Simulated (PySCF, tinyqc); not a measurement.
FCI on RHF in the 6-31g basis, for H2, spin multiplicity 1, step by step. The lowest restricted solution is unstable here: a spin-polarised one lies 0.0029 hartree lower (PySCF). One step of it, computed by the program tinyqc.

Problem. FCI: determinants and Hamiltonian. Slater-Condon rules over spin orbitals, with the nuclear repulsion added and E(HF) subtracted on the diagonal. Only determinants linked to the reference directly or through others are kept (one block of an abelian symmetry group), so some states are absent.

one-electron integrals over orbitals h = C^T H C (hartree), lower triangle:
```
           1          2         3         4
1  -0.977204
2   0.000000  -0.650412
3  -0.106132   0.000000  0.138959
4   0.000000   0.171091  0.000000  0.133965
```

Two-electron integrals over orbitals (pq|rs), unique and non-zero (hartree):
```
(11|11) 0.507419    (21|21) 0.129231    (22|11) 0.437547    (22|22) 0.412706
(31|11) 0.106133    (31|22) 0.079305    (31|31) 0.081037    (32|21) 0.042785
(32|32) 0.052896    (33|11) 0.479902    (33|22) 0.422335    (33|31) 0.117734
(33|33) 0.488291    (41|21) -0.075633   (41|32) -0.065186   (41|41) 0.088730
(42|11) -0.123362   (42|22) -0.084694   (42|31) -0.079215   (42|33) -0.130987
(42|42) 0.087029    (43|21) -0.146058   (43|32) -0.076080   (43|41) 0.117069
(43|43) 0.203758    (44|11) 0.499514    (44|22) 0.443082    (44|31) 0.141406
(44|33) 0.510995    (44|42) -0.147364   (44|44) 0.547107
```

nuclear repulsion = 0.40957988 hartree

Hartree-Fock energy = -1.03740908 hartree

Give: determinants; H - E(HF) between determinants.

Solution.

Occupation strings over the orbitals (2 doubly, a alpha, b beta, 0 empty; spin orbitals ordered 1a 1b 2a 2b ...): 2000 a0b0 b0a0 0200 0a0b 0020 0b0a 0002

H - E(HF) between determinants (hartree), lower triangle:
```
         2000     a0b0     b0a0     0200     0a0b    0020     0b0a    0002
2000   0.0000
a0b0   0.0000   1.0886
b0a0   0.0000  -0.0810   1.0886
0200   0.1292   0.0428  -0.0428   0.5589
0a0b  -0.0756  -0.1461   0.0652   0.0864   1.3736
0020   0.0810   0.0116  -0.0116   0.0529  -0.0761  2.2132
0b0a   0.0756   0.0652  -0.1461  -0.0864  -0.0870  0.0761   1.3736
0002   0.0887   0.1171  -0.1171   0.0870   0.0237  0.2038  -0.0237  2.2620
```
